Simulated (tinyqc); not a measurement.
The integration grid: Kohn-Sham PBE on finer and finer grids in the sto-3g basis, for BeH2, spin multiplicity 1. Computed by the program tinyqc with PySCF. Self-consistent on each grid; the net force on the molecule should vanish.

Geometry (angstrom):
```
atom       x        y       z
Be    0.0000   0.0000  0.0000
H     0.0000   1.4910  0.0000
H     0.0000  -1.4910  0.0000
```

Kohn-Sham energy on Becke grids (radial x angular points per atom):
```
grid       points  residual of the electron count  E (hartree)  E - finest (mhartree)  largest net force without grid terms (hartree/bohr)
10 x 14       408                        5.24e-02    -15.68709              -52.78289                                             7.22e-16
15 x 26      1150                        2.07e-04    -15.62625                8.06515                                             1.78e-15
20 x 50      2976                       -8.10e-04    -15.63430                0.01143                                             7.89e-16
30 x 86      7702                       -4.24e-04    -15.63425                0.06215                                             6.59e-16
50 x 194    29036                       -1.02e-05    -15.63431                0.00478                                             5.54e-16
75 x 302    67798                        7.61e-07    -15.63431               -0.00034                                             1.54e-15
120 x 590  212078                        1.17e-09    -15.63431                0.00000                                             1.63e-15
```

What does the comparison show, and why?

The energy is within 0.1 mhartree of the finest grid first at 20 x 50. The error has both signs, since quadrature is not variational. The net force vanishes by symmetry here, so only the electron count signals a poor grid.
